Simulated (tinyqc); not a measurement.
Empirical pseudopotential in a few plane waves, step by step. One step of it, computed by the program tinyqc.

Task: Levels at G. Diagonalise the Hermitian matrix.

H(k) at G (eV):
```
                     +0+0+0               -1-1-1               -1-1+1               -1+1-1
+0+0+0             0.000000   2.472514+1.010171i  -2.472514+1.010171i  -2.472514+1.010171i
-1-1-1   2.472514-1.010171i            12.368870   0.000000-1.319752i   0.000000-1.319752i
-1-1+1  -2.472514-1.010171i   0.000000+1.319752i            12.368870            -0.122451
-1+1-1  -2.472514-1.010171i   0.000000+1.319752i            -0.122451            12.368870
-1+1+1  -2.472514+1.010171i             0.122451   0.000000+1.319752i   0.000000+1.319752i
+1-1-1  -2.472514-1.010171i   0.000000+1.319752i            -0.122451            -0.122451
+1-1+1  -2.472514+1.010171i             0.122451   0.000000+1.319752i             0.000000
+1+1-1  -2.472514+1.010171i             0.122451             0.000000   0.000000+1.319752i
+1+1+1   2.472514+1.010171i             0.000000             0.122451             0.122451
-2+0+0   0.000000-1.319752i  -2.472514+1.010171i  -2.472514-1.010171i  -2.472514-1.010171i
+0-2+0   0.000000-1.319752i  -2.472514+1.010171i  -2.472514-1.010171i   0.817758-0.221276i
+0+0-2   0.000000-1.319752i  -2.472514+1.010171i   0.817758-0.221276i  -2.472514-1.010171i
+0+0+2   0.000000+1.319752i  -0.817758-0.221276i   2.472514+1.010171i  -0.817758+0.221276i
+0+2+0   0.000000+1.319752i  -0.817758-0.221276i  -0.817758+0.221276i   2.472514+1.010171i
+2+0+0   0.000000+1.319752i  -0.817758-0.221276i  -0.817758+0.221276i  -0.817758+0.221276i

                     -1+1+1               +1-1-1               +1-1+1               +1+1-1
+0+0+0  -2.472514-1.010171i  -2.472514+1.010171i  -2.472514-1.010171i  -2.472514-1.010171i
-1-1-1             0.122451   0.000000-1.319752i             0.122451             0.122451
-1-1+1   0.000000-1.319752i            -0.122451   0.000000-1.319752i             0.000000
-1+1-1   0.000000-1.319752i            -0.122451             0.000000   0.000000-1.319752i
-1+1+1            12.368870             0.000000            -0.122451            -0.122451
+1-1-1             0.000000            12.368870   0.000000-1.319752i   0.000000-1.319752i
+1-1+1            -0.122451   0.000000+1.319752i            12.368870            -0.122451
+1+1-1            -0.122451   0.000000+1.319752i            -0.122451            12.368870
+1+1+1   0.000000+1.319752i             0.122451   0.000000+1.319752i   0.000000+1.319752i
-2+0+0   2.472514-1.010171i   0.817758-0.221276i  -0.817758-0.221276i  -0.817758-0.221276i
+0-2+0  -0.817758-0.221276i  -2.472514-1.010171i   2.472514-1.010171i  -0.817758-0.221276i
+0+0-2  -0.817758-0.221276i  -2.472514-1.010171i  -0.817758-0.221276i   2.472514-1.010171i
+0+0+2  -2.472514+1.010171i  -0.817758+0.221276i  -2.472514+1.010171i   0.817758+0.221276i
+0+2+0  -2.472514+1.010171i  -0.817758+0.221276i   0.817758+0.221276i  -2.472514+1.010171i
+2+0+0   0.817758+0.221276i   2.472514+1.010171i  -2.472514+1.010171i  -2.472514+1.010171i

                     +1+1+1               -2+0+0               +0-2+0               +0+0-2
+0+0+0   2.472514-1.010171i   0.000000+1.319752i   0.000000+1.319752i   0.000000+1.319752i
-1-1-1             0.000000  -2.472514-1.010171i  -2.472514-1.010171i  -2.472514-1.010171i
-1-1+1             0.122451  -2.472514+1.010171i  -2.472514+1.010171i   0.817758+0.221276i
-1+1-1             0.122451  -2.472514+1.010171i   0.817758+0.221276i  -2.472514+1.010171i
-1+1+1   0.000000-1.319752i   2.472514+1.010171i  -0.817758+0.221276i  -0.817758+0.221276i
+1-1-1             0.122451   0.817758+0.221276i  -2.472514+1.010171i  -2.472514+1.010171i
+1-1+1   0.000000-1.319752i  -0.817758+0.221276i   2.472514+1.010171i  -0.817758+0.221276i
+1+1-1   0.000000-1.319752i  -0.817758+0.221276i  -0.817758+0.221276i   2.472514+1.010171i
+1+1+1            12.368870  -0.817758-0.221276i  -0.817758-0.221276i  -0.817758-0.221276i
-2+0+0  -0.817758+0.221276i            16.491827            -0.122451            -0.122451
+0-2+0  -0.817758+0.221276i            -0.122451            16.491827            -0.122451
+0+0-2  -0.817758+0.221276i            -0.122451            -0.122451            16.491827
+0+0+2  -2.472514-1.010171i             0.122451             0.122451             0.000000
+0+2+0  -2.472514-1.010171i             0.122451             0.000000             0.122451
+2+0+0  -2.472514-1.010171i             0.000000             0.122451             0.122451

                     +0+0+2               +0+2+0               +2+0+0
+0+0+0   0.000000-1.319752i   0.000000-1.319752i   0.000000-1.319752i
-1-1-1  -0.817758+0.221276i  -0.817758+0.221276i  -0.817758+0.221276i
-1-1+1   2.472514-1.010171i  -0.817758-0.221276i  -0.817758-0.221276i
-1+1-1  -0.817758-0.221276i   2.472514-1.010171i  -0.817758-0.221276i
-1+1+1  -2.472514-1.010171i  -2.472514-1.010171i   0.817758-0.221276i
+1-1-1  -0.817758-0.221276i  -0.817758-0.221276i   2.472514-1.010171i
+1-1+1  -2.472514-1.010171i   0.817758-0.221276i  -2.472514-1.010171i
+1+1-1   0.817758-0.221276i  -2.472514-1.010171i  -2.472514-1.010171i
+1+1+1  -2.472514+1.010171i  -2.472514+1.010171i  -2.472514+1.010171i
-2+0+0             0.122451             0.122451             0.000000
+0-2+0             0.122451             0.000000             0.122451
+0+0-2             0.000000             0.122451             0.122451
+0+0+2            16.491827            -0.122451            -0.122451
+0+2+0            -0.122451            16.491827            -0.122451
+2+0+0            -0.122451            -0.122451            16.491827
```

Give: eigenvalues.

Result:

eigenvalues (eV): -6.134  6.897  6.897  6.897  9.115  13.181  13.181  13.181  16.704  16.737  16.737  20.320  21.396  21.396  21.396
